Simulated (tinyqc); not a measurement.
Hot carriers by balance equations with a heated Maxwellian: one step, computed by the program tinyqc. Command: `OMP_NUM_THREADS=1 python tinyqc.py 3013369 3013370 out.jsonl hot walk`. One thread of a shared host (Intel(R) Xeon(R) Processor @ 2.30GHz), about 0.02 s of CPU time with the checks.

The carriers follow a Maxwellian at an electron temperature T_e, slightly displaced; the drift energy is neglected against k_B T_e. The balance averages the rate, not the time, so mu_0 lies below the relaxation-time value.

Question. Drift velocity. Parabolic band: E = hbar^2 k^2/(2 m), speed v = hbar k/m, states per spin, volume and energy g(E) = m k/(2 pi^2 hbar^2). Masses are multiplied by m_0 and all formulas are in SI units. Phonon occupation N_q = 1/(exp(hbar w/(k_B T)) - 1). Acoustic deformation potential (elastic, equipartition, absorption and emission together): 1/tau = 2 pi k_B T D_A^2 g(E)/(hbar rho v_l^2). Optical or intervalley deformation potential: 1/tau = (pi Z_f D_o^2/(rho w)) [N_q g(E + hbar w) + (N_q + 1) g(E - hbar w)], with g = 0 below the band edge. Averages over the Maxwellian, <y> = int y x^(1/2) exp(-x) dx / int x^(1/2) exp(-x) dx with x = E/(k_B T_e), split at x_0 = hbar w/(k_B T_e): 64 Gauss-Legendre points in sqrt(x) below it and 128 in sqrt(x - x_0) above it, up to x = 32. Momentum balance: mu(T_e) = e/(m nu), nu = <x (sum of rates)>/<x>. Power lost per carrier: P(T_e) = hbar w <emission rate - absorption rate> + <(2 m v_l^2/(k_B T)) (E - 2 k_B T) acoustic rate>. v = mu(T_e) F; warm-carrier coefficient (mu/mu_0 - 1)/F^2.

Inputs (values chosen for the exercise, modelled on electrons in diamond):
```
quantity                                          value       unit
effective mass m                                  0.493        m_0
density rho                                        3515     kg/m^3
sound velocity v_l                                17900        m/s
acoustic deformation potential D_A                  8.4         eV
phonon energy hbar w                                142        meV
optical or intervalley deformation potential D_o    8.7  1e8 eV/cm
final valleys Z_f                                     5          -
lattice temperature T                               100          K
electric field F                                   0.47      kV/cm
```

Band: parabolic. Solver: damped fixed point.

electron temperature T_e = 242.0610 K

low-field mobility mu_0 = 26236.72 cm^2/(V s)

Constants: k_B = 8.617333262e-05 eV/K; k_B = 1.380649e-23 J/K; e = 1.602176634e-19 C; hbar = 1.054571817e-34 J s; m_0 = 9.1093837015e-31 kg; hbar = 6.582119569e-16 eV s.

Give: mobility mu(T_e); drift velocity; mu/mu_0; (mu/mu_0 - 1)/F^2.

Answer.

mobility mu(T_e) = 12404 cm^2/(V s)

drift velocity = 0.5830 1e7 cm/s

mu/mu_0 = 0.4728

(mu/mu_0 - 1)/F^2 = -2.387 cm^2/kV^2

Caution: the drift energy m v^2/2 is not small against the heating (3/2) k_B (T_e - T), so T_e - T is rough.
